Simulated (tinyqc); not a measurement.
# CMOS inverter, nodal equation and switching, step by step

tinyqc, about 0.06 s, one thread, Intel Xeon 2.30GHz (shared host): `OMP_NUM_THREADS=1 python tinyqc.py 2340166 2340167 out.jsonl` Printed values are rounded.

An n-channel pull-down (bn, VTn) and a p-channel pull-up (bp, VTp) share the input Vin and the output node Vout, which carries the load C. Transistor (EKV form, voltages against the body): I = 2 n b Vt^2 [F(vp - Vs) - F(vp - Vd)] from drain to source, F(v) = ln^2(1 + exp(v/(2 Vt))), vp = (Vg - VT + sg |Vd - Vs|)/n. n-channel bodies are at 0; for the p-channel device all voltages are counted down from Vdd. b in uA/V^2 gives I in uA. Static: In = Ip. Transient: C dVout/dt = Ip - In. No velocity saturation, no gate capacitance beyond C.

Inputs (values chosen for the exercise):

| symbol | value | unit | meaning |
|---|---|---|---|
| T | 273 | K | temperature |
| Vdd | 0.75 | V | supply voltage |
| n | 1.28 |  | slope factor |
| sg | 0.115 |  | drain-induced barrier lowering |
| VTn | 0.28 | V | n-channel threshold |
| VTp | 0.31 | V | p-channel threshold (magnitude) |
| bn | 550 | uA/V^2 | gain factor of the pull-down transistor |
| bp | 440 | uA/V^2 | gain factor of the pull-up transistor |
| C | 0.8 | fF | load capacitance |
| Vin | 0.5 | V | input voltage |
| dt | 1 | ps | time step |

Constants: q = 1.602176634e-19 C, kB = 1.380649e-23 J/K, Vt = kB T/q. Results are converted to the units shown.

## Iteration 1: output voltage by Newton steps

Vout at the start = 0.38 V

f = In - Ip at (Vin, Vout); G = df/dVout by a central difference with +/- 1e-6 V; Vout(new) = Vout - f/G, the step limited to +/- 0.1 V.

In = 15.0245 uA
Ip = 0.194612 uA
G = 13.4930 uS
Vout after iteration 1 = 0.28 V

## Iteration 2: output voltage by Newton steps

As before.

In = 13.7441 uA
Ip = 0.259323 uA
G = 13.7482 uS
Vout after iteration 2 = 0.18 V

## Course of the iteration: output voltage by Newton steps

Stop when Vout changes by less than 1e-9 V, or after 30 iterations.

Course of the iteration:

| iteration | Vout (V) | \|change\| (V) |
|---|---|---|
| 1 | 0.28 | 0.100 |
| 2 | 0.18 | 0.100 |
| 3 | 0.08 | 0.100 |
| 4 | -0.0190896 | 0.0991 |
| 5 | 0.00283480 | 0.0219 |
| 6 | 0.00457858 | 1.74e-3 |
| 7 | 0.00458640 | 7.83e-6 |
| 8 | 0.00458640 | 1.58e-10 |

Converged in 8 iterations. At the end the number of correct digits about doubles with each step. On the way 1 iterate(s) lie more than 5 mV outside the rails, the first at -0.0191 V, before the steps return.

## Transfer curve

| point | Vin (V) |
|---|---|
| 0 | 0 |
| 1 | 0.075 |
| 2 | 0.15 |
| 3 | 0.225 |
| 4 | 0.3 |
| 5 | 0.375 |
| 6 | 0.45 |
| 7 | 0.525 |
| 8 | 0.6 |
| 9 | 0.675 |
| 10 | 0.75 |

For each Vin solve In = Ip; gain = dVout/dVin.

| point | Vout (V) | supply current (uA) | gain |
|---|---|---|---|
| 0 | 0.749994 | 0.0012028 | -0.0002 |
| 1 | 0.749917 | 0.013233 | -0.0028 |
| 2 | 0.749045 | 0.12090 | -0.0296 |
| 3 | 0.741819 | 0.74246 | -0.2152 |
| 4 | 0.692336 | 2.6071 | -1.7178 |
| 5 | 0.174882 | 3.2544 | -8.1251 |
| 6 | 0.016257 | 1.3846 | -0.3998 |
| 7 | 0.002317 | 0.30664 | -0.0652 |
| 8 | 0.000236 | 0.041349 | -0.0077 |
| 9 | 0.000019 | 0.0041105 | -0.0007 |
| 10 | 0.000001 | 3.6080e-4 | 0.0000 |

The switching point Vin = Vout lies at 0.3542 V, with a gain of -8.70. The current peaks at 3.25 uA among the points, against 0.0012 and 3.6e-4 uA of leakage at the ends.

## Switching point and noise margins

VM solves In = Ip with Vin = Vout. VIL and VIH are the inputs at which the gain is -1; NML = VIL - Vout(VIH), NMH = Vout(VIL) - VIH.

VM = 0.35418 V
gain at VM = -8.6952
VIL = 0.28483 V
VIH = 0.41700 V
NML = 0.24747 V
NMH = 0.29519 V

VM lies 21 mV below Vdd/2, and the high margin is the larger one. With both transistors saturated the size of the gain tends to 1/sg = 8.70; here it is within 0.01 % of that.

## Step 1: one time step of the falling output

Vout at t = 0 = 0.75 V

The input steps to Vdd at t = 0; I = In - Ip. Trapezoidal rule: V(new) = V - (dt/C)[I(V) + I(V(new))]/2, solved for V(new); 1 ps uA/fF = 1 mV.

I(V) = 66.4771 uA
I(V(new)) = 64.2504 uA
Vout after step 1 = 0.668295 V

## Step 2: one time step of the falling output

As before.

I(V) = 64.2504 uA
I(V(new)) = 62.1333 uA
Vout after step 2 = 0.589305 V

## Delays and energy

For a step input the delay to Vdd/2 is tHL = C times the integral of dV/(In - Ip) from Vdd/2 to Vdd at Vin = Vdd, and tLH likewise with Ip - In from 0 to Vdd/2 at Vin = 0. Energy drawn for one full cycle of the output: C Vdd^2. Leakage power: Vdd times the mean of the supply currents at Vin = 0 and Vdd.

tHL = 4.89892 ps
tLH = 6.87000 ps
energy = 0.45 fJ
leakage power = 0.586355 nW

Time steps as above cross Vdd/2 at 4.90 ps by linear interpolation, 0.071 % above tHL. tLH/tHL = 1.40, with bn/bp = 1.25.
